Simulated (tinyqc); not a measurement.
# A square-lattice strip 2 sites wide, recursive Green functions: what changes with what

The device has N = 3 slices of 2 site(s), nearest-neighbour hopping -t, and site energies U; the leads are semi-infinite continuations with site energy 0. V = <i+1|H|i> = -t 1.

Parameters, values chosen for the exercise: hopping (matrix element -t) t = 1.6 eV; site energies, slice by slice (2 a slice) U = [0.06, -0.31, 0.07, 0.07, 0.08, -0.33] eV; energy E = 1.49 eV.

Each table varies one quantity; the others keep the values above.

## The device repeated

Transverse modes n = 1..2: chi_n(j) = sqrt(2/3) sin(pi n j/3), energy e_n = -2 t cos(pi n/3). Sigma = t^2 sum_n chi_n chi_n^T g(E - e_n), g(x) = (x - i sqrt(4 t^2 - x^2))/(2 t^2) for |x| < 2 t and (x - sign(x) sqrt(x^2 - 4 t^2))/(2 t^2) otherwise; Gamma = i (Sigma - Sigma^dagger); both leads give the same. Forward pass: g_1 = (E - H_1 - Sigma)^(-1), g_i = (E - H_i - V g_(i-1) V^dagger)^(-1), with Sigma also subtracted on the last slice; G_(i,1) = g_i V G_(i-1,1), starting from g_1. H_i is the block of slice i: its site energies on the diagonal and -t between neighbouring rows. T(E) = Tr[Gamma G_(N,1) Gamma G_(N,1)^dagger]. The list U is repeated k times, so the device has k N slices.

The device repeated:
```
k     T(E)  ln T(E)
1   1.9504  0.66804
2   1.8834  0.63307
3   1.8464  0.61323
4   1.8885  0.63580
5   1.9545  0.67015
6   1.9923  0.68930
8   1.8811  0.63184
10  1.8979  0.64074
12  1.9719  0.67898
```

What does the table show?

T(E) moves between 1.85 and 1.99 and does not die away: at least one band of the periodic structure that the repeats form is open at this energy.

## Transmission against energy

Same model as above.

Transmission against energy:
```
E (eV)  open modes    T(E)  T(E) per open mode
-4.64            1  0.9824              0.9824
-3.87            1  0.9989              0.9989
-3.09            1  0.9936              0.9936
-2.32            1  0.9896              0.9896
-1.55            2   1.910              0.9552
-0.77            2   1.957              0.9786
0                2   1.952              0.9760
0.77             2   1.962              0.9808
1.55             2   1.902              0.9509
2.32             1  0.9924              0.9924
3.09             1  0.9950              0.9950
3.87             1  0.9992              0.9992
4.64             1  0.9845              0.9845
```

What does the comparison show?

T(E) lies between 0.982 (E = -4.64 eV) and 1.96 (E = 0.77 eV) in these rows. The leads offer 1 to 2 open mode(s), of which the mean share 0.98 is transmitted.

Computed by the program tinyqc: `OMP_NUM_THREADS=1 python tinyqc.py 2660045 2660046 out.jsonl`, one thread of a shared Intel Xeon 2.30GHz, about 0.01 s for the whole run.
